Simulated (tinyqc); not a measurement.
# Worked calculation: MOS structure on a p-type body, non-linear Poisson equation by Newton steps

Computed by the program tinyqc: `OMP_NUM_THREADS=1 python tinyqc.py 2080129 2080130 out.jsonl`, one thread of a shared Intel Xeon 2.30GHz, about 0.5 s for the whole run. Printed values are rounded; ~0 in a residual or rate marks an entry under 1e-11 of the largest of its column.

One dimension, insulator interface at x = 0, acceptor density Na, uniform, net doping C = -(acceptor density). psi is counted from the intrinsic level: n = ni exp((psi - Vb)/Vt), p = ni exp(-psi/Vt); deep in the body psi_b = -Vt ln(Na/ni). The gate acts through Cox = eps0 eox/tox and has the potential psi_G = Vg - (phiM - chi - Vt ln(Nc/ni)). Boltzmann statistics, full ionisation, classical densities, no oxide or interface charge.

Values chosen for this exercise; band and dielectric values close to those of germanium:
- T = 300 K (temperature)
- Eg = 0.662 eV (band gap)
- eps_r = 16.3 (relative permittivity)
- Nc = 1.03e19 cm^-3 (conduction-band density of states at T)
- Nv = 6.03e18 cm^-3 (valence-band density of states at T)
- chi = 3.95 eV (electron affinity)
- Na = 7.1e17 cm^-3 (acceptor density deep in the body)
- eox = 3.9 (relative permittivity of the gate insulator (close to silicon dioxide))
- tox = 2.7 nm (insulator thickness)
- phiM = 4.1 eV (gate work function)
- Vb = 0 V (electron quasi-Fermi potential against the body)
- Vg = 0.85 V (gate voltage against the body)

Constants: q = 1.602176634e-19 C, kB = 1.380649e-23 J/K, Vt = kB T/q, eps0 = 8.8541878128e-14 F/cm where lengths are in cm. Results are converted to the units shown.

Range of the model: On a fine mesh the surface electron density exceeds 0.3 Nc, so degeneracy and confinement would lower the charge and push it away from the interface.

## Scales and end potentials

ni = sqrt(Nc Nv) exp(-Eg/(2 Vt)), Eg in volts; Cox, psi_G and psi_b as defined.

ni = 2.16781e13 cm^-3
Cox = 1.27894 uF/cm^2
psi_G = 1.03792 V
psi_b = -0.268776 V

## Net doping on the mesh

x, node 0 to 13 (nm): 0  0.5  1.2  2.19  3.59  5.54  8.3  12.2  17.6  25.3  36.1  51.3  72.7  103

C = -(Na), taken at the nodes.

net doping C, node 0 to 13 (cm^-3): -7.1e17  -7.1e17  -7.1e17  -7.1e17  -7.1e17  -7.1e17  -7.1e17  -7.1e17  -7.1e17  -7.1e17  -7.1e17  -7.1e17  -7.1e17  -7.1e17

## Couplings between neighbouring nodes

a_i = eps0 eps_r/h_i for the interval from node i to i + 1, with h_i = x_(i+1) - x_i in cm.

coupling a_i, interval 0 to 12 (F/cm^2): 2.88647e-5  2.06176e-5  1.45781e-5  1.03088e-5  7.40119e-6  5.22910e-6  3.70060e-6  2.67265e-6  1.87433e-6  1.33633e-6  9.49495e-7  6.74408e-7  4.76314e-7

## Starting potential

A straight line in x from psi_G at node 0 to psi_b at the last node.

psi at the start, node 0 to 13 (V): 1.03792  1.03158  1.02270  1.01014  0.99238  0.96764  0.93262  0.88315  0.81464  0.71696  0.57994  0.38711  0.11562  -0.26878

## Iteration 1: densities, residual and Jacobian diagonal

n_i = ni exp((psi_i - Vb)/Vt), p_i = ni exp(-psi_i/Vt), rho_i = p_i - n_i + C_i, g_i = (n_i + p_i)/Vt. Box widths w_i = (h_(i-1) + h_i)/2 in cm. Residual F_i = a_i (psi_(i+1) - psi_i) - a_(i-1) (psi_i - psi_(i-1)) + q rho_i w_i; Jacobian: a_(i-1) and a_i beside the diagonal, b_i = -a_(i-1) - a_i - q g_i w_i on it. Node 0 is free: w_0 = h_0/2, F_0 = a_0 (psi_1 - psi_0) + Cox (psi_G - psi_0) + q rho_0 w_0, b_0 = -a_0 - Cox - q g_0 w_0, with Cox = eps0 eox/tox, psi_G = Vg - (phiM - chi - Vt ln(Nc/ni)). The last node is fixed.

```
node   n (cm^-3)   p (cm^-3)
0     5.91997e30  7.93824e-5
1     4.63190e30  1.01458e-4
2     3.28529e30  1.43044e-4
3     2.02108e30  2.32520e-4
4     1.01675e30  4.62201e-4
5     3.90504e29  0.00120342
6     1.00788e29  0.00466267
7     1.48674e28   0.0316089
8     1.05046e27    0.447369
9     2.40072e25     19.5751
10    1.19847e23     3921.19
11    6.90521e19   6.80561e6
12    1.89833e15  2.47555e11
13     6.61890e8      7.1e17
```

```
node  residual F (C/cm^2)  diagonal b (F/cm^2)
0                -23712.1           -9.17225e5
1                -44526.7           -1.72237e6
2                -44477.5           -1.72047e6
3                -38695.6           -1.49681e6
4                -27285.9           -1.05547e6
5                -14734.2           -5.69945e5
6                -5377.30           -2.08003e5
7                -1107.64             -42845.4
8                -110.238             -4264.18
9                -3.55789             -137.626
10             -0.0249622            -0.965578
11            -2.04541e-5          -7.84773e-4
12                     ~0          -1.18114e-6
```

## Iteration 1: Newton step

Solve the tridiagonal system a_(i-1) d_(i-1) + b_i d_i + a_i d_(i+1) = -F_i for nodes 0 to 12, with d = 0 on fixed nodes. Each component d is damped to sign(d) Vt ln(1 + |d|/Vt) before it is added.

Newton step d, before damping, node 0 to 12 (V): -0.025852  -0.025852  -0.025852  -0.025852  -0.025852  -0.025852  -0.025852  -0.025852  -0.025852  -0.025852  -0.025852  -0.026322  -0.264655
psi after iteration 1, node 0 to 13 (V): 1.02000  1.01366  1.00478  0.99222  0.97446  0.94972  0.91470  0.86523  0.79672  0.69904  0.56202  0.36896  0.05308  -0.26878

## Course of the Newton iteration

Stop when the largest undamped |d| is below 1e-9 V, or after 80 iterations.

Course of the iteration:
```
iteration  largest |F| (C/cm^2)  largest |d| (V)  at node
1                        4.45e4            0.265       12
2                        2.23e4            0.219       12
3                        1.11e4            0.172       12
4                          5570            0.132       12
5                          2780           0.0972       12
6                          1390           0.0692       12
7                           696           0.0636       11
8                           348            0.108       11
9                           174            0.152       11
...                         ...              ...      ...
38                      2.91e-7           0.0657        7
39                      1.36e-7           0.0580        6
40                      6.03e-8           0.0430        6
41                      2.89e-8           0.0229        6
42                      1.14e-8          7.36e-3        6
43                      2.34e-9          9.27e-4        6
44                     7.00e-11          1.65e-5        6
45                     3.41e-14          5.32e-9        6
46                       < 1e-8          < 1e-13        6
```

Converged in 46 iterations. Once the step is below 0.1 Vt, 3 more iteration(s) reach the threshold: near the solution the error is roughly squared each time.

## Converged densities and sheet charges

converged psi, node 0 to 13 (V): 0.371617  0.347455  0.320904  0.288965  0.247997  0.194662  0.124586  0.035840  -0.067244  -0.174498  -0.248246  -0.266685  -0.268663  -0.268776

n and p as above; box widths w_i (half boxes at both ends); band bending psi_0 - psi_b; N_inv = sum w n; N_dep = -sum w (p + C); centroid sum w n x/N_inv; gate charge Cox (psi_G - psi_0)/q.

```
node   n (cm^-3)   p (cm^-3)
0     3.79232e19   1.23919e7
1     1.48938e19   3.15528e7
2     5.33296e18   8.81202e7
3     1.55032e18   3.03126e8
4     3.17827e17   1.47861e9
5     4.03824e16  1.16373e10
6     2.68515e15  1.75015e11
7     8.67187e13  5.41915e12
8     1.60832e12  2.92195e14
9     2.53849e10  1.85126e16
10     1.46445e9  3.20900e17
11     7.17647e8  6.54837e17
12     6.64784e8  7.06909e17
13     6.61890e8      7.1e17
```

band bending = 0.640392 V
N_inv = 2.54129e12 cm^-2
N_dep = 2.77715e12 cm^-2
centroid of the electrons = 0.647325 nm
gate charge over q = 5.31878e12 cm^-2

N_inv + N_dep is within 0.01 % of the gate charge. A mesh of about 600 nodes or more gives a band bending of 0.6437 V and N_inv = 2.527e12 cm^-2; this mesh is 0.56 % above the latter.
